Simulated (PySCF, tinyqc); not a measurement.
Inside a calculation. Method: G0W0 on RHF in the sto-3g basis, for H3+, spin multiplicity 1. The lowest restricted solution is unstable here: a spin-polarised one lies 0.0022 hartree lower (PySCF). One step of it, computed by the program tinyqc.

Task: Screening: direct RPA. With D = e_a - e_i and K = (ia|jb): diagonalise D^(1/2) (D + 4K) D^(1/2) = Z w^2 Z^T; X + Y = D^(1/2) Z w^(-1/2), each column of Z with its largest component positive (the first on a tie); E_c = (sum w - tr (D + 2K)) / 2.

orbital energies (hartree): MO1 -0.904967, MO2 -0.334958, MO3 0.176043

Two-electron integrals over orbitals (pq|rs), unique and non-zero (hartree):
```
(11|11) 0.547151    (21|21) 0.146789    (22|11) 0.462160    (22|22) 0.518985
(31|11) 0.093211    (31|22) -0.045374   (31|31) 0.139348    (32|21) -0.143582
(32|32) 0.160720    (33|11) 0.552646    (33|22) 0.490964    (33|31) 0.080449
(33|33) 0.588246
```

Give: D^(1/2) (D + 4K) D^(1/2); excitation energies w; X + Y; RPA correlation energy.

Result:

D^(1/2) (D + 4K) D^(1/2) (hartree^2), order 1>2, 1>3:
$$\begin{pmatrix}
0.6596 & 0.0000 \\
0.0000 & 1.7711
\end{pmatrix}$$

excitation energies w (hartree): [0.8122, 1.3308]

X + Y, order 1>2, 1>3:
$$\begin{pmatrix}
0.8378 & 0.0000 \\
0.0000 & 0.9013
\end{pmatrix}$$

RPA correlation energy = -0.040151 hartree
